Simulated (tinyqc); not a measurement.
# Strained alloy layer of InAs and GaAs on (001) InP, model-solid band line-up, step by step

Numbers from tinyqc (`OMP_NUM_THREADS=1 python tinyqc.py 2690059 2690060 out.jsonl`; about 0.01 s on one thread of a shared Intel Xeon 2.30GHz). Printed values are rounded.

The layer is x parts of the first compound and 1 - x of the second, grown coherently on the third as substrate and barrier. Rows of the table: lattice constant a, average valence level Ea on an absolute scale, spin-orbit splitting so, gaps at Gamma, X and L, hydrostatic deformation potentials av and ac (Gamma), shear potential b, elastic constants, electron and heavy-hole (along z) masses. All are interpolated linearly in x; gaps get -C x (1 - x), taken wholly in the conduction band; real line-ups can differ from this model by 0.1 eV or more.

Values chosen for this exercise: fraction of the first compound in the layer x = 0.71; bowing of the Gamma gap CG = 0.477 eV; bowing of the X gap CX = 1.4 eV; bowing of the L gap CL = 0.33 eV; layer thickness Lw = 11.2 nm.

Constants: q = 1.602176634e-19 C, hbar = 1.054571817e-34 J s, h = 6.62607015e-34 J s, m0 = 9.1093837015e-31 kg, c = 299792458 m/s, hbar^2/(2 m0) = 0.0380998212 eV nm^2. Results are converted to the units shown.

## Relaxed alloy and strain

Binary compounds, values chosen for the exercise:
```
	close to InAs	close to GaAs	close to InP
a (angstrom)	6.058	5.653	5.869
Ea (eV)	-6.67	-6.92	-7.04
so (eV)	0.384	0.341	0.109
EG (eV)	0.354	1.41	1.35
EX (eV)	1.38	1.92	2.22
EL (eV)	1.07	1.73	1.91
av (eV)	0.989	1.14	1.29
ac (eV)	-5.12	-7.16	-5.09
b (eV)	-1.79	-1.72	-1.68
c11 (GPa)	84.3	119	103
c12 (GPa)	45.8	53.9	56.3
me (m0)	0.0229	0.0675	0.0811
mh (m0)	0.332	0.349	0.532
```

In-plane strain e = (a_substrate - a)/a, e_z = -2 (c12/c11) e, volume change 2 e + e_z.

a = 5.94055 angstrom
Gamma gap = 0.562026 eV
X gap = 1.24834 eV
L gap = 1.19345 eV
e = -1.20443 %
e_z = 1.22913 %
volume change = -1.17974 %

The relaxed alloy has its lowest gap at Gamma (direct). The layer is under compressive in-plane strain.

## Band edges and offsets

In-plane strain e = (a_substrate - a)/a, e_z = -2 (c12/c11) e, volume change 2 e + e_z. With v = 2 e + e_z and d = 2 b (e_z - e): Eav = Ea + av v; E_hh = Eav + so/3 - d/2; E_lh = Eav - so/6 + d/4 + sqrt(so^2 + so d + 9 d^2/4)/2; E_c = Ea + so/3 + EG + ac v (Gamma). Substrate: E_v = Ea + so/3, E_c = E_v + EG. Well depths: dEc = E_c(substrate) - E_c, dEhh = E_hh - E_v(substrate), dElh likewise; strained Gamma gap E_c - max(E_hh, E_lh); positive values confine carriers in the layer.

d = -0.0861336 eV
E_hh = -6.58777 eV
E_lh = -6.66298 eV
E_c = -5.98925 eV
strained Gamma gap = 0.598525 eV
dEc = 0.335583 eV
dEhh = 0.415893 eV
dElh = 0.340689 eV

The heavy-hole band lies on top, by 75.2 meV. At Gamma the line-up is type I, both carriers held in the layer.

## Critical thickness

In-plane strain e = (a_substrate - a)/a. Matthews-Blakeslee for 60-degree dislocations in a single layer: hc = k (ln(hc/bv) + 1), k = bv (1 - nu/4)/(4 pi |e| (1 + nu)), nu = c12/(c11 + c12), bv = a/sqrt(2); the larger root.

nu = 0.337859
bv = 0.420060 nm
hc = 7.32981 nm

The layer, Lw = 11.2 nm, is thicker than hc, so it is metastable at best by this criterion.

## Electron to heavy-hole transition of the well

Lowest level of a finite well of width Lw and depth V: kw Lw/2 = arctan(sqrt((mw/mb)(V - E)/E)), kw = sqrt(mw E/C), C = hbar^2/(2 m0), for electrons (dEc) and heavy holes (dEhh), mb from the substrate; transition E_c - E_hh + both levels, without exciton binding; wavelength h c/E.

electron mass in the layer = 0.0358340 m0
heavy-hole mass in the layer = 0.336930 m0
electron level = 38.9428 meV
heavy-hole level = 7.13143 meV
transition energy = 0.644599 eV
wavelength = 1923.43 nm
